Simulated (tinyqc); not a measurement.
Worked calculation: plane-wave Kohn-Sham cycle with exchange-only LDA in a layered model solid. One step of it, computed by the program tinyqc.

Task: Iteration 2: potential. V_H(G) = 4 pi rho(G)/G^2 for G != 0 (uniform background); v_x = -(3 rho/pi)^(1/3); V = V_ext + V_H + v_x; Fourier components f(G_m) = (1/N) sum_j f(x_j) exp(-i G_m x_j).

A solid whose potential varies along x alone (atomic units):

| parameter | value |
|---|---|
| period a | 8.300000 |
| cross-section of the cell | 11.000000 |
| electrons per cell | 4 |
| grid points | 16 |
| plane waves -n..n, n | 2 |
| k points | 1 |
| V1 in V1 cos(2 pi x/a) | -0.390000 |

density after iteration 1 (e/bohr^3): 0.04583329  0.04637517  0.04714794  0.04670625  0.04478101  0.04240698  0.04064367  0.03975804  0.03951434  0.03975804  0.04064367  0.04240698  0.04478101  0.04670625  0.04714794  0.04637517

Give: Potentials on the grid; V(G_m), m = 0, 1, 2, ....

Result:

Potentials on the grid (hartree):

| x | V_ext | V_H | v_x | V |
|---|---|---|---|---|
| 0.0000 | -0.3900 | 0.0774 | -0.3524 | -0.6650 |
| 0.5188 | -0.3603 | 0.0738 | -0.3538 | -0.6403 |
| 1.0375 | -0.2758 | 0.0615 | -0.3557 | -0.5700 |
| 1.5562 | -0.1492 | 0.0383 | -0.3546 | -0.4656 |
| 2.0750 | 0 | 0.0057 | -0.3497 | -0.3440 |
| 2.5938 | 0.1492 | -0.0301 | -0.3434 | -0.2242 |
| 3.1125 | 0.2758 | -0.0613 | -0.3386 | -0.1241 |
| 3.6313 | 0.3603 | -0.0820 | -0.3361 | -0.0578 |
| 4.1500 | 0.3900 | -0.0892 | -0.3354 | -0.0346 |
| 4.6688 | 0.3603 | -0.0820 | -0.3361 | -0.0578 |
| 5.1875 | 0.2758 | -0.0613 | -0.3386 | -0.1241 |
| 5.7062 | 0.1492 | -0.0301 | -0.3434 | -0.2242 |
| 6.2250 | 0 | 0.0057 | -0.3497 | -0.3440 |
| 6.7438 | -0.1492 | 0.0383 | -0.3546 | -0.4656 |
| 7.2625 | -0.2758 | 0.0615 | -0.3557 | -0.5700 |
| 7.7812 | -0.3603 | 0.0738 | -0.3538 | -0.6403 |

V(G_m), m = 0, 1, 2, ... (hartree): -0.3470  -0.1576  -0.0014  0.0000  0.0000
